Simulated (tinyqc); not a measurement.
Finite-size error of a charged defect in a periodic cell: Madelung and Makov-Payne terms: one step, computed by the program tinyqc.

L is the cube root of the cell volume. The defect charge is a Gaussian, rho(r) = q (2 pi sigma^2)^(-3/2) exp(-r^2/2 sigma^2), repeated periodically in a uniform neutralising background and screened by a continuum. The model cell energy is E(L) = E_0 + [periodic - isolated electrostatic energy].

Problem. Madelung energy. Ewald sum for a unit point charge: scale each Cartesian component of the cell by 1/sqrt(eps_i), giving R', G' and V'; E = [ (1/2) sum erfc(eta R')/R' + (2 pi/V') sum exp(-G'^2/4 eta^2)/G'^2 - eta/sqrt(pi) - pi/(2 V' eta^2) ] e^2/(4 pi eps_0) / sqrt(eps_x eps_y eps_z), over n_i = -6..6, omitting n = (0,0,0), eta = 2/V'^(1/3). alpha = -2 E eps_g L/(e^2/(4 pi eps_0)), eps_g = (eps_x eps_y eps_z)^(1/3).

Inputs (values chosen for the exercise, for a model uniaxial host):

| quantity | value | unit |
|---|---|---|
| charge q | -3 | e |
| cell length L | 17.6 | angstrom |
| dielectric constant eps_xy | 15.3 | - |
| dielectric constant eps_z | 30.1 | - |

Supercell lattice: hexagonal. Screening: uniaxial.

cell vectors (rows) (angstrom):
```
           1         2         3
1   21.28293   0.00000   0.00000
2  -10.64146  18.43156   0.00000
3    0.00000   0.00000  13.89775
```

Constants: e^2/(4 pi eps_0) = 14.39964548 eV angstrom.

Give: terms for a unit charge; Madelung constant alpha; point-charge correction -q^2 E.

Solution.

terms for a unit charge (eV): real space 0.00509, reciprocal 0.00941, self -0.04816, background -0.01676

Madelung constant alpha = 2.363

point-charge correction -q^2 E = 0.4537 eV

Cubic cells have alpha = 2.837 (sc) to 2.888 (fcc, bcc); this cell, as seen through the screening, is so far from compact that alpha drops well below.
